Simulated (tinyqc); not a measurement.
Capillary instabilities by surface diffusion: grooving and agglomeration of films, edge retraction, wire break-up and smoothing of roughness: one step, computed by the program tinyqc.

Isotropic surface energy; shapes change by surface diffusion alone.

Problem. Groove growth in time. Mullins' isolated groove: depth below the flat surface d = 0.780 m (B t)^(1/4), m = tan(beta_s), width between the ridges 4.6 (B t)^(1/4); time to reach h: (h/(0.780 m))^4/B.

Inputs (values chosen for the exercise, for a model film): temperature T = 855 K; film thickness h = 6.4 nm; grain radius R = 24 nm.

beta_s = 7.685686 degrees

length (B t)^(1/4) = 13.87181 nm

B = 231.4263 nm^4/s

Give: groove depth; groove width; time to reach the substrate.

Solution.

groove depth = 1.460 nm

groove width = 63.81 nm

time to reach the substrate = 59051 s

Caution: the grooves of neighbouring boundaries overlap, so the depth levels off at its final value. Caution: the grains are too small for the surface groove ever to reach the depth h.
